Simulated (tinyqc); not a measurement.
Coverage and depolarisation: effective work function and flat-band voltage of a metal/high-k/SiO2/Si stack with a dipole layer.

Constants: e^2/(4 pi eps0) = 14.39964547 eV angstrom.

Inputs chosen for the exercise (a stack on Si capped with a titanium-like oxide; the results hold for these values, not for the real material):
- qd = 0.46 e (charge of a dipole)
- dd = 1.5 angstrom (its length)
- ed = 5.4 (dielectric constant in the dipole layer)
- al = 3.3 angstrom^3 (polarisability volume of a dipole)

Size of the step: linear D0 = 4 pi e2 N qd dd/ed, and D0/(1 + 9 al N^(3/2)), N in angstrom^-2, a Topping factor applied on top of ed as a model choice.

Results:

| N (cm^-2) | D0 (eV) | 9 al N^(3/2) | D (eV) |
|---|---|---|---|
| 2.0e+13 | 0.0462 | 0.0027 | 0.0461 |
| 5.0e+13 | 0.1156 | 0.0105 | 0.1144 |
| 1.0e+14 | 0.2312 | 0.0297 | 0.2245 |
| 2.0e+14 | 0.4624 | 0.0840 | 0.4266 |
| 4.0e+14 | 0.9249 | 0.2376 | 0.7473 |
| 7.0e+14 | 1.6185 | 0.5501 | 1.0442 |
| 1.0e+15 | 2.3122 | 0.9392 | 1.1923 |

What can be read from this table?

Depolarisation takes off 2.9 % at 1e14 and 35 % at 7e14 cm^-2. D would peak at N = (2/(9 al))^(2/3) = 1.7e+15 cm^-2, beyond the table.

Run: tinyqc, `OMP_NUM_THREADS=1 python tinyqc.py 1850280 1850281 out.jsonl`; Intel(R) Xeon(R) Processor @ 2.30GHz, one thread, shared host; about 0.01 s of CPU time with all checks.
